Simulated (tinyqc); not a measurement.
Piezoresistors in the (001) plane of a cubic crystal: two steps of the calculation.

Plane stress in crystal axes x = [100], y = [010]. First-order piezoresistance: d rho_xx/rho = p11 sxx + p12 syy, d rho_yy/rho = p12 sxx + p11 syy, d rho_xy/rho = p44 sxy; a resistor along d = (cos th, sin th) changes by dR/R = d.(d rho/rho).d. Changes of geometry and second-order terms are left out.

Values chosen for this exercise; coefficients close to those of lightly doped n-type silicon: piezoresistive coefficient p11 = -99.5 x 1e-11/Pa; piezoresistive coefficient p12 = 50 x 1e-11/Pa; piezoresistive coefficient p44 = -12.8 x 1e-11/Pa; angle of the current from [100] th = 15 deg; stress sxx Sx = 122 MPa; stress syy Sy = -223 MPa; shear stress sxy St = 46 MPa; bridge supply Vb = 3.3 V.

Question 1. Change of the resistivity tensor. As in the introduction.

Give: d rho/rho.

Answer 1.

d rho/rho (%):
```
,x,y
x,-23.29,-0.59
y,-0.59,28.29
```

Question 2. Resistors at th and th + 90 degrees, and the bridge. dR/R = d.(d rho/rho).d. A full bridge with two resistors of each kind in opposite arms gives Vout = Vb (a - b)/(2 + a + b), a and b the two dR/R.

d rho/rho (%):
```
,x,y
x,-23.289000,-0.588800
y,-0.588800,28.288500
```

Give: dR/R at th; dR/R at th + 90; Vout.

Answer 2.

dR/R at th = -20.128 %
dR/R at th + 90 = 25.128 %
Vout = -728.52 mV

Program tinyqc, `OMP_NUM_THREADS=1 python tinyqc.py 2530159 2530160 out.jsonl`; Intel Xeon 2.30GHz, shared host, one thread, about 0.01 s.
